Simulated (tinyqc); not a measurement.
Charge-trap memory cell: two steps of the calculation.

Channel, tunnel oxide, storage layer, blocking layer, gate. N electrons per area sit in a sheet at the centroid and shift the threshold by U = (q/eps0) N (tb/eb + xc tn/en). EOT = t1 + 3.9 (tn/en + tb/eb); tunnel field F = (Vg - U)/EOT; dN/dt = eta (J/q)(1 - N/Nm). Fowler-Nordheim: J = A F^2 exp(-B/F), A = q^2/(16 pi^2 hbar mo phi) (times 1e14 for A/cm^2 with F in V/nm, emitter mass m0), B = (4/3) sqrt(mo/C) phi^1.5, C = hbar^2/(2 m0).

Inputs (values chosen for the exercise); oxide values close to those of silicon dioxide, storage layer close to silicon nitride, blocking layer close to aluminium oxide:

| symbol | value | unit | meaning |
|---|---|---|---|
| phi | 3.19 | eV | tunnel barrier |
| mo | 0.41 | m0 | tunnelling mass |
| t1 | 5.3 | nm | tunnel oxide (permittivity 3.9) |
| tn | 5.7 | nm | storage layer |
| en | 7.5 |  | its relative permittivity |
| tb | 9 | nm | blocking layer |
| eb | 9 |  | its relative permittivity |
| xc | 0.66 |  | charge centroid, share of tn counted from the blocking side |
| eta | 0.48 |  | capture efficiency of an empty layer |
| Nm | 6.9e12 | cm^-2 | trap density |
| Vg | 13.5 | V | gate voltage less flat band and surface potential |
| d0 | 1.8e-6 | s | first time step |
| gr | 2 |  | growth of the step |
| n | 11 |  | steps |

Constants: q = 1.602176634e-19 C, hbar = 1.054571817e-34 J s, m0 = 9.1093837015e-31 kg, eps0 = 8.8541878128e-14 F/cm where lengths are in cm, hbar^2/(2 m0) = 0.0380998212 eV nm^2. Results are converted to the units shown.

Task 1. Constants of the stack. EOT, the shift for 1e12 electrons per cm^2, the shift with all traps full, and the starting field, current and rate.

Give: EOT; shift for 1e12 cm^-2; shift with all traps full; F(0); J(0); dN/dt at the start.

Result 1.

EOT = 12.16 nm
shift for 1e12 cm^-2 = 0.2717 V
shift with all traps full = 1.875 V
F(0) = 1.110 V/nm
J(0) = 0.02571 A/cm^2
dN/dt at the start = 7.703e16 cm^-2 s^-1

Task 2. Midpoint steps of growing length. N(half) = N + (d/2) r(N), N(new) = N + d r(N(half)), r = dN/dt; the step starts at d0 and is multiplied by gr each time. Field in the blocking layer (3.9 F + q N/eps0)/eb.

Give: t; N; U; F; blocking field.

Result 2.

```
step      t (s)  N (cm^-2)   U (V)  F (V/nm)  blocking field (V/nm)
0             0          0  0.0000    1.1098                0.48093
1     1.8000e-6  1.3265e11  0.0360    1.1069                0.48231
2     5.4000e-6  3.6729e11  0.0998    1.1016                0.48476
3     1.2600e-5  7.4636e11  0.2028    1.0932                0.48871
4     2.7000e-5  1.2874e12  0.3498    1.0811                0.49435
5     5.5800e-5  1.9622e12  0.5332    1.0660                0.50138
6     1.1340e-4  2.7128e12  0.7371    1.0492                0.50921
7     2.2860e-4  3.4822e12  0.9462    1.0320                0.51723
8     4.5900e-4  4.2269e12  1.1485    1.0154                0.52500
9     9.1980e-4  4.9121e12  1.3347    1.0001                0.53214
10    0.0018414  5.5038e12  1.4955    0.9869                0.53831
11    0.0036846  5.9562e12  1.6184    0.9768                0.54303
```

Range of the model: The Fowler-Nordheim form needs F t1 above phi; trap-assisted paths and leakage through the blocking layer are left out.

Computed by the program tinyqc: `OMP_NUM_THREADS=1 python tinyqc.py 2130097 2130098 out.jsonl`, one thread of a shared Intel Xeon 2.30GHz, about 0.07 s for the whole run.
